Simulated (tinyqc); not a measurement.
Wannier function of the lower band of a two-orbital chain: one step. Centre and spread in real space.

Parameters, chosen for this exercise: xb = 0.38 a (position of B (A at 0)); a = 5.5 angstrom (period).

Amplitudes:
```
R        on A       on B
-2   0.050900  -0.023949
-1  -0.142159   0.098896
0    0.708127   0.671409
1    0.109222  -0.046239
2   -0.010728   0.011632
3   -0.016722   0.003722
```

Problem. Point-like orbitals at R (A) and R + xb (B): centre <x>, spread <x^2> - <x>^2.

Give: centre in units of a; centre in angstrom; spread.

Solution.

centre in units of a = 0.155
centre in angstrom = 0.854
spread = 2.926 angstrom^2

Run: tinyqc, `OMP_NUM_THREADS=1 python tinyqc.py 1482717 1482718 out.jsonl`; Intel(R) Xeon(R) Processor @ 2.30GHz, one thread, shared host; about 0.2 s of CPU time with all checks.
